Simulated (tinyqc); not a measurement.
# Reflectance at normal incidence against thickness

Normal incidence on air, film (n1) and substrate (N2 = n2 - i k2): r01 = (1 - n1)/(1 + n1), r12 = (n1 - N2)/(n1 + N2), amplitude (r01 + r12 X)/(1 + r01 r12 X), X = exp(-4 pi i n1 d/lam), R its squared modulus, phase from 0 to 360 degrees.

Inputs (values chosen for the exercise): wavelength lam = 632.8 nm; index of the transparent film n1 = 1.451; index of the substrate n2 = 3.882; extinction coefficient of the substrate k2 = 0.019.

Reflectance at normal incidence against thickness:
```
d (nm),R (%),phase of the reflected amplitude (degrees)
0,34.850,179.85
28,31.820,149.72
55,23.765,115.88
82,13.725,69.592
110,8.8147,356.73
138,14.478,285.79
165,24.578,240.98
192,32.278,207.76
220,34.833,177.81
```

R goes from 34.9 through a minimum of 8.81 (at d = 110 nm among the rows listed) to 34.8 %. At a quarter wave, d = 109 nm, R = 8.81 %; for a transparent substrate it would vanish for n1 = sqrt(n2) = 1.97.

tinyqc, about 0.3 s, one thread, Intel Xeon 2.30GHz (shared host): `OMP_NUM_THREADS=1 python tinyqc.py 2870165 2870166 out.jsonl`
